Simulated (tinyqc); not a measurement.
Worked calculation: Pariser-Parr-Pople SCF with singles CI, for the molecule C=CC1=CC(O)=C1 (SMILES; centres numbered as the heavy atoms are written). One step of it, computed by the program tinyqc.

Question. PPP integrals. Ohno: gamma = 14.399645/sqrt(R^2 + a^2), a = 2 x 14.399645/(gamma_rr + gamma_ss); H_rr = -W_r - sum_(s != r) z_s gamma_rs; H_rs = beta for bonds.

Centres (angstrom, eV; a flat drawing with bonds scaled to 1.40 angstrom):
```
centre          x          y  core charge z          W   gamma_rr
1C      -2.785000   0.581000              1   9.580000  11.620000
2C      -1.892000  -0.497000              1   9.580000  11.620000
3C      -0.512000  -0.263000              1   9.580000  11.620000
4C       0.630000  -1.073000              1   9.580000  11.620000
5C       1.440000   0.069000              1   9.580000  11.620000
6O       2.820000   0.304000              2  29.930000  20.620000
7C       0.298000   0.879000              1   9.580000  11.620000
```

Resonance integrals (eV):
```
i  j       beta
1  2  -2.390000
2  3  -2.390000
3  4  -2.390000
4  5  -2.390000
5  6  -2.270000
5  7  -2.390000
7  3  -2.390000
```

Give: repulsion gamma_rs; core matrix H.

Answer.

repulsion gamma_rs (eV):
```
         1C       2C       3C       4C       5C       6O       7C
1C  11.6200   7.7022   5.2882   3.6074   3.2485   2.5340   4.3164
2C   7.7022  11.6200   7.7027   5.0200   4.0002   2.9615   5.0209
3C   5.2882   7.7027  11.6200   7.7014   6.1646   4.1190   7.7014
4C   3.6074   5.0200   7.7014  11.6200   7.7014   5.2615   6.1646
5C   3.2485   4.0002   6.1646   7.7014  11.6200   8.6714   7.7014
6O   2.5340   2.9615   4.1190   5.2615   8.6714  20.6200   5.2618
7C   4.3164   5.0209   7.7014   6.1646   7.7014   5.2618  11.6200
```

core matrix H (eV):
```
          1C        2C        3C        4C        5C        6O        7C
1C  -38.8108   -2.3900    0.0000    0.0000    0.0000    0.0000    0.0000
2C   -2.3900  -44.9489   -2.3900    0.0000    0.0000    0.0000    0.0000
3C    0.0000   -2.3900  -52.3763   -2.3900    0.0000    0.0000   -2.3900
4C    0.0000    0.0000   -2.3900  -50.2979   -2.3900    0.0000    0.0000
5C    0.0000    0.0000    0.0000   -2.3900  -55.7390   -2.2700   -2.3900
6O    0.0000    0.0000    0.0000    0.0000   -2.2700  -58.7391    0.0000
7C    0.0000    0.0000   -2.3900    0.0000   -2.3900    0.0000  -51.0084
```
